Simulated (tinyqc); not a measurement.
Gate sheet resistance from two finger widths.

Inverse problem. At low frequency R = Rsh Wf/(3 L) + B/Wf, where B collects the channel and vertical terms. Find Rsh, B and the width of lowest R.

Values chosen for this exercise: channel length L = 0.13 um.

input resistance of single fingers, contacted at one end, of width 0.84 and 4.6 um (ohm): [341.08718, 103.33110]

Solution. R Wf is a straight line in Wf^2; the minimum of R lies where both terms are equal.

Rsh = 3.60 ohm/square
B = 280 ohm um
width of lowest R = 5.51 um

Numbers from tinyqc (`OMP_NUM_THREADS=1 python tinyqc.py 2262197 2262198 out.jsonl`; about 0.01 s on one thread of a shared Intel Xeon 2.30GHz).
